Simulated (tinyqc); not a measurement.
Strain dependence: valley-orbit splitting of a donor ground state, with strain. Computed by tinyqc, a small Python program. Command: `OMP_NUM_THREADS=1 python tinyqc.py 3002175 3002176 out.jsonl valleyorbit walk`. One thread of a shared host (Intel(R) Xeon(R) Processor @ 2.30GHz), about 0.01 s of CPU time with the checks.

The basis is the 1s envelope in each valley; energies are counted from the unstrained conduction-band edge. The strain is e_s (a a^T - 1/3) for the unit stress axis a, so valley j along n_j moves by Xi_u e_s w_j with w_j = (n_j.a)^2 - 1/3: +1/3 for [111] and [-1-11], -1/3 for the others.

Inputs (values chosen for the exercise, for a model many-valley semiconductor): single-valley binding energy E_0 = 6.67 meV; central-cell shift Lambda = 0.35 meV; coupling Delta_1 = 0.26 meV; shear deformation potential Xi_u = 16.5 eV; shear strain e_s = -0.00014.

Valleys: four along <111>. Stress axis: [110].

Method:
- By symmetry: E(A1) = E_0 + Lambda + 3 Delta_1 (one state), E(T2) = E_0 + Lambda - Delta_1 (three), as binding energies.
- H_jj = -(E_0 + Lambda) + Xi_u e_s w_j; H_jk = -Delta_1 between any two valleys.
- The contact hyperfine ratio is A/A_0 = (sum_j c_j)^2/(number of valleys), c_j the valley amplitudes of the ground state; binding from the lowest valley edge.

E(A1) = 7.8 meV

Against strain:
```
e_s        Xi_u e_s (w_max - w_min) (meV)  binding (meV)  gap to next level (meV)    A/A_0
-0.001100                         -12.100         7.3023                  0.54231  0.54282
-0.000420                          -4.620         7.3378                  0.57780  0.60981
-0.000140                          -1.540         7.4391                  0.67914  0.77983
-0.000042                          -0.462         7.6180                  0.85800  0.95694
0.000042                            0.462         7.6180                  0.85800  0.95694
0.000140                            1.540         7.4391                  0.67914  0.77983
0.000420                            4.620         7.3378                  0.57780  0.60981
0.001100                           12.100         7.3023                  0.54231  0.54282
```

What follows from these numbers?

A/A_0 falls for either sign of strain, to 0.543 and 0.543 at the ends; its limits are the shares of the valleys that end up lowest, 2/4 under compression and 2/4 under tension. Near zero strain A/A_0 changes in second order, the binding in first. The binding energy drops from 7.80 meV to 7.30 and 7.30 meV, since fewer valleys share the valley-orbit gain.

Extremes, crossings and ranges named in words are read from the listed rows.
